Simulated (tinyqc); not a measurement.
From results back to parameters: eight-band Kane k.p model. Three cases, with inputs chosen for the exercise.

Problem. In the Kane model 1/m = A_r + Ep (Eg + 2 Dso/3)/(Eg (Eg + Dso)) and the Roth formula gives g* = 2 - 2 Ep Dso/(3 Eg (Eg + Dso)). The mass and the g factor below were computed from hidden Ep and Dso.

Find: X; Y; Ep; Dso.

Method. Let X = 1/m - A_r and Y = (2 - g*)/2. Then X + Y = Ep/Eg and X - 2 Y = Ep/(Eg + Dso).

Case 1.

Values chosen (out of a larger set: near those of GaSb; not measured data): Eg = 0.818 eV (gap at Gamma to the s-like level); A_r = -0.2 (remote-band term in 1/m).

m = 0.0370921 m0
g* = -8.47229

Solution.

X = 27.160
Y = 5.236
Ep = 26.50 eV
Dso = 0.770 eV

Case 2.

Values chosen (out of a larger set: near those of GaAs; not measured data): Eg = 1.449 eV (gap at Gamma to the s-like level); A_r = 0 (remote-band term in 1/m).

m = 0.0620779 m0
g* = -0.28899

Solution.

X = 16.109
Y = 1.144
Ep = 25.00 eV
Dso = 0.360 eV

Case 3.

Values chosen (out of a larger set: near those of GaP; not measured data): Eg = 2.799 eV (gap at Gamma to the s-like level); A_r = -0.2 (remote-band term in 1/m).

m = 0.0941170 m0
g* = 1.78519

Solution.

X = 10.825
Y = 0.107
Ep = 30.60 eV
Dso = 0.085 eV

Computed by tinyqc, one run a case: `OMP_NUM_THREADS=1 python tinyqc.py N N+1 out.jsonl` with N = 1081208, 1081211, 1081216; one thread of a shared Intel(R) Xeon(R) Processor @ 2.30GHz, about 0.09 s a run at most.
